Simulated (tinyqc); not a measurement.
# Worked calculation: metal gate on a two-layer dielectric stack with fixed charge and a dipole

tinyqc, about 0.01 s, one thread, Intel Xeon 2.30GHz (shared host): `OMP_NUM_THREADS=1 python tinyqc.py 2010171 2010172 out.jsonl` Printed values are rounded.

Gate, layer 2, layer 1, p-type semiconductor; x runs from the gate inwards. Charges are counted in units of +q. psi is the band bending at the surface, positive towards inversion. Classical charge, Boltzmann statistics, no interface traps.

Values chosen for this exercise; band and dielectric values close to those of silicon, layer 1 close to silicon dioxide, layer 2 close to zirconium oxide:
```
symbol    value   unit                                               meaning
T           350      K                                           temperature
Eg         1.11     eV                                              band gap
eps_r      11.9                                        relative permittivity
Nc      3.49e19  cm^-3                conduction-band density of states at T
Nv      3.38e19  cm^-3                   valence-band density of states at T
chi        4.06     eV                                     electron affinity
Na       1.1e17  cm^-3                                      acceptor density
pM         5.11     eV                       work function of the gate metal
t1          1.4     nm       thickness of layer 1, next to the semiconductor
e1         3.82                             relative permittivity of layer 1
t2          3.2     nm                thickness of layer 2, next to the gate
e2         24.6                             relative permittivity of layer 2
Q1       2.2e11  cm^-2           fixed charge at the semiconductor interface
Q2       1.8e11  cm^-2                       fixed charge between the layers
r1            0  cm^-3                     uniform charge density in layer 1
r2            0  cm^-3                     uniform charge density in layer 2
Vd         0.05      V  flat-band shift by a dipole layer between the layers
ps        0.436      V                 band bending psi of the working point
```

Constants: q = 1.602176634e-19 C, kB = 1.380649e-23 J/K, Vt = kB T/q, eps0 = 8.8541878128e-14 F/cm where lengths are in cm. Results are converted to the units shown.

## Equivalent thickness and work-function difference

EOT = 3.9 (t1/e1 + t2/e2), Cox = eps0/(t1/e1 + t2/e2); phi_ms = pM - (chi + Eg - Vt ln(Nv/Na)).

EOT = 1.936636 nm
Cox = 1.783057 uF/cm^2
share of layer 1 in the EOT = 73.80422 %
phi_ms = 0.1127523 V

## Flat-band voltage, term by term

EOT = 3.9 (t1/e1 + t2/e2), Cox = eps0/(t1/e1 + t2/e2); phi_ms = pM - (chi + Eg - Vt ln(Nv/Na)). Vfb = phi_ms + Vd - (q/eps0) [Q1 (t1/e1 + t2/e2) + Q2 t2/e2 + r1 (t1^2/(2 e1) + t1 t2/e2) + r2 t2^2/(2 e2)]: each charge counts with its electrical distance from the gate.

terms (V): phi_ms 0.1127523, dipole 0.0500000, Q1 -0.0197682, Q2 -0.0042369, r1 0.0000000, r2 0.0000000
Vfb = 0.1387472 V

Apart from phi_ms the largest term is that of dipole, 50.0 mV; all charges and the dipole together move Vfb by 26.0 mV.

## Threshold voltage

ni = sqrt(Nc Nv) exp(-Eg/(2 Vt)), Eg in volts, pB = Vt ln(Na/ni), Vth = Vfb + 2 pB + sqrt(4 q eps0 eps_r Na pB)/Cox.

ni = 3.501247e11 cm^-3
pB = 0.3817647 V
depletion charge = 0.1683943 uC/cm^2
Vth = 0.9967179 V

## Charge in the semiconductor

ni = sqrt(Nc Nv) exp(-Eg/(2 Vt)), Eg in volts. Qs = -sign(psi) sqrt(2 q eps0 eps_r Na Vt [exp(-u) + u - 1 + (ni/Na)^2 (exp(u) - u - 1)]), u = psi/Vt.

Qs = -0.1227699 uC/cm^2

The surface is depleted or weakly inverted.

## Fields and voltage drops

Gauss: D = -Qs just inside the semiconductor; going towards the gate subtract q Q1, then q r1 t1, q Q2 and q r2 t2. Field = D/(eps0 e); the drop over a layer is its mean field times its thickness; Vg = phi_ms + Vd + psi + both drops.

| place | D (uC/cm^2) | field (MV/cm) |
|---|---|---|
| layer 2, gate side | 0.0586828 | 0.0269418 |
| layer 2, inner side | 0.0586828 | 0.0269418 |
| layer 1, outer side | 0.0875220 | 0.2587647 |
| layer 1, semiconductor side | 0.0875220 | 0.2587647 |
| semiconductor surface | 0.1227699 | 0.1165188 |

drop over layer 2 = 0.008621383 V
drop over layer 1 = 0.03622706 V
Vg = 0.6436008 V

The same Vg follows from Vfb + psi - Qs/Cox. The largest field, 0.259 MV/cm in size, is at: layer 1, outer side.
